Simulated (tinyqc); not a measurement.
Inside a calculation. Model: Schottky emission and Poole-Frenkel conduction in an insulator, and how to tell them apart.

tinyqc, about 0.01 s, one thread, Intel Xeon 2.30GHz (shared host): `OMP_NUM_THREADS=1 python tinyqc.py 2370163 2370164 out.jsonl` Printed values are rounded.

Schottky emission (electrode-limited): J = As T^2 exp[-(pb - b sqrt(F))/Vt], b = sqrt(q/(4 pi eps0 ei)). Poole-Frenkel emission (bulk-limited): J = s0 F exp[-(pt - 2 b sqrt(F))/Vt]. F in V/cm.

Values chosen for this exercise; dielectric values close to those of zirconium oxide:

| symbol | value | unit | meaning |
|---|---|---|---|
| T | 325 | K | temperature |
| ei | 4.4 |  | high-frequency relative permittivity |
| es | 24.1 |  | static relative permittivity |
| pt | 0.71 | eV | trap depth |
| s0 | 0.075 | S/cm | Poole-Frenkel prefactor |
| pb | 1.03 | eV | electrode barrier |
| As | 58 | A/(cm^2 K^2) | Richardson constant |
| F | 2.4 | MV/cm | field |

Constants: q = 1.602176634e-19 C, kB = 1.380649e-23 J/K, Vt = kB T/q, eps0 = 8.8541878128e-14 F/cm where lengths are in cm. Results are converted to the units shown.

Range of the model: At the field F a Fowler-Nordheim estimate for tunnelling through pb (mass 0.4 m0) gives 0.14 A/cm^2, more than Schottky emission.

## Both currents at one field

Lowerings b sqrt(F) and 2 b sqrt(F); the image-force maximum lies at sqrt(q/(16 pi eps0 ei F)) from the electrode.

Schottky lowering = 280.256 meV
position of the barrier top = 0.583867 nm
Poole-Frenkel lowering = 560.512 meV
J, Schottky = 1.44847e-5 A/cm^2
J, Poole-Frenkel = 865.298 A/cm^2

Injection and bulk transport act in series, so the smaller capacity limits the current: here the electrode, by a factor of 5.97e7.

## Which mechanism made these data

```
point  F (MV/cm)  J (A/cm^2)
0           0.54   0.0001944
1           0.87    0.004036
2           1.19     0.04258
3           1.52      0.3407
4           1.84       2.035
5           2.17       10.83
```

The data come from another sample of the same dielectric, in which one mechanism alone limits the current. Fit straight lines by least squares: ln J on sqrt(F) (Schottky plot, slope b/Vt) and ln(J/F) on sqrt(F) (Poole-Frenkel plot, slope 2 b/Vt), F in V/cm, and read a permittivity from each slope. The right mechanism gives a value near ei, and in any case between ei and es.

slope of the Schottky plot = 0.0147882 (cm/V)^0.5
permittivity read as Schottky = 0.839476
slope of the Poole-Frenkel plot = 0.0129185 (cm/V)^0.5
permittivity read as Poole-Frenkel = 4.40020

Both plots are nearly straight, so straightness decides nothing. Read as Poole-Frenkel the data give 4.40, which matches ei = 4.4; read as Schottky they give 0.839, below 1 and impossible. The data are Poole-Frenkel.
